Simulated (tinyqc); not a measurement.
## Reverse leakage of an n+-p junction: diffusion, generation, trap-assisted and band-to-band tunnelling: leakage components against the temperature

One-sided abrupt junction in the depletion approximation, x from the junction (0) to W on the p side, field F = F0 (1 - x/W). Flat quasi-Fermi levels, long p side. Traps generate through SRH with both lifetimes shortened by 1 + Gamma (Hurkx enhancement, form for moderate fields); band-to-band generation is local and needs a total bending above Eg.

Nc and Nv are given at 358 K and scale as (T/358 K)^1.5; all else is held fixed. ni = sqrt(Nc Nv) exp(-Eg/(2 Vt)), Eg in volts; Vbi = Vt ln(Na Nd/ni^2); W = sqrt(2 eps0 eps_r (Vbi + VR)/(q Na)); F0 = 2 (Vbi + VR)/W; FG = sqrt(24 mt m0 (kB T)^3)/(q hbar); J_diff = q ni^2 sqrt(Dn/tau)(1 - exp(-VR/Vt))/Na. u = (Vbi + VR)(1 - x/W)^2, p = Na exp(-u/Vt), n = Nd exp((u - Vbi - VR)/Vt); G0 = ni^2 (1 - exp(-VR/Vt))/(tau (n + p + 2 ni cosh(Et/Vt))); Gamma = 2 sqrt(3 pi)(F/FG) exp((F/FG)^2); trap-assisted part G0 Gamma; G_bb = Ab F^2.5 exp(-Bb/F) with F in V/cm, zero unless Vbi + VR > Eg. Currents are q times the integrals over 0 to W; J_bb under 1e-8 of J is printed as 0; rows with F0/FG above 2.2, beyond the range of this Gamma, are left out.

Values chosen for this exercise; band and dielectric values those of a made-up semiconductor: band gap Eg = 1.19 eV; relative permittivity eps_r = 11.8; conduction-band density of states at the reference temperature Nc = 4.31e19 cm^-3; valence-band density of states at the reference temperature Nv = 4.22e19 cm^-3; acceptor density of the lighter side Na = 6e16 cm^-3; donor density of the heavier side Nd = 1e20 cm^-3; SRH lifetime of both carriers at zero field tau = 1e-8 s; trap level above the intrinsic level Et = 0 eV; tunnelling mass mt = 0.25 m0; electron diffusion coefficient on the lighter side Dn = 7.7 cm^2/s; band-to-band prefactor Ab = 6.5e14 cm^-0.5 V^-2.5 s^-1; band-to-band field constant Bb = 2.04e7 V/cm; reverse bias VR = 0.6 V.

Constants: q = 1.602176634e-19 C, kB = 1.380649e-23 J/K, hbar = 1.054571817e-34 J s, m0 = 9.1093837015e-31 kg, Vt = kB T/q, eps0 = 8.8541878128e-14 F/cm where lengths are in cm. Results are converted to the units shown.

The same in every row: J_bb (A/cm^2) = 0.

Leakage components against the temperature:
```
T (K)  F0 (kV/cm)  F0/FG  J_diff (A/cm^2)  J_SRH (A/cm^2)  J_TAT (A/cm^2)  J (A/cm^2)              largest part
220           177  0.766         1.72e-20        2.05e-11        8.39e-11    1.04e-10  trap-assisted tunnelling
250           176  0.629         4.70e-17         1.10e-9         3.33e-9     4.43e-9  trap-assisted tunnelling
280           175  0.527         2.46e-14         2.56e-8         6.11e-8     8.67e-8  trap-assisted tunnelling
310           174  0.450         3.94e-12         3.31e-7         6.45e-7     9.76e-7  trap-assisted tunnelling
340           173  0.389         2.65e-10         2.78e-6         4.52e-6     7.30e-6  trap-assisted tunnelling
370           172  0.340          9.19e-9         1.68e-5         2.32e-5     4.00e-5  trap-assisted tunnelling
400           171  0.300          1.91e-7         7.83e-5         9.35e-5     1.72e-4  trap-assisted tunnelling
430           169  0.268          2.64e-6         2.99e-4         3.11e-4     6.13e-4  trap-assisted tunnelling
```

J rises from 1.04e-10 to 6.13e-4 A/cm^2. Trap-assisted tunnelling leads at T = 220 and in all other rows. Activation energies over the table: 1.27 eV for diffusion (Eg = 1.19 eV, raised by the T^3 of ni^2), 0.640 eV for SRH generation (Eg/2 + |Et| = 0.595 eV), 0.587 eV for the trap-assisted part, lower since Gamma grows on cooling; the total shows 0.592 eV at the cold end and 0.627 eV at the hot end.

Range of the model: The n+ side is degenerate, so Vbi from Boltzmann statistics is only a guide.

Computed by the program tinyqc: `OMP_NUM_THREADS=1 python tinyqc.py 2290039 2290040 out.jsonl`, one thread of a shared Intel Xeon 2.30GHz, about 0.01 s for the whole run.
